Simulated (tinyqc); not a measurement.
Drifting, spreading and decaying minority pulse (Haynes-Shockley), explicit time steps: one step of the calculation.

Low injection in a uniform field: dn/dt = D d2n/dx2 - v dn/dx - n/tau with D = mu Vt and v = mu F towards +x. Exact solution on an infinite bar for a Gaussian start at x0: n = N0 exp(-t/tau) exp(-(x - x0 - v t)^2/(2 s^2))/sqrt(2 pi s^2), s^2 = s0^2 + 2 D t.

Task. Coefficients of the scheme. Exponentially fitted fluxes: d = F hx/Vt, B(d) = d/(exp(d) - 1), k = D dt/hx^2; (L n)_i = a n_(i-1) + b n_i + c n_(i+1) with a = k B(-d), c = k B(d), b = -a - c - dt/tau. Explicit steps keep n positive for dt up to 1/[(D/hx^2)(B(d) + B(-d)) + 1/tau].

Values chosen for this exercise; mobility close to that of silicon at room temperature:
- T = 350 K (temperature)
- mu = 1360 cm^2/(V s) (minority-carrier mobility)
- F = 46 V/cm (sweep field along the drift)
- hx = 16 um (mesh step)
- tau = 9.2e-7 s (lifetime)
- dt = 1.1e-8 s (time step)

Constants: q = 1.602176634e-19 C, kB = 1.380649e-23 J/K, Vt = kB T/q. Results are converted to the units shown.

Find: D; v; d; a; b; c; positivity limit of dt.

Result.

D = 41.02 cm^2/s
v = 6.256e4 cm/s
d = 2.440
a = 0.4712
b = -0.5242
c = 0.04106
positivity limit of dt = 2.099e-8 s

Computed by the program tinyqc: `OMP_NUM_THREADS=1 python tinyqc.py 2310127 2310128 out.jsonl`, one thread of a shared Intel Xeon 2.30GHz, about 0.01 s for the whole run.
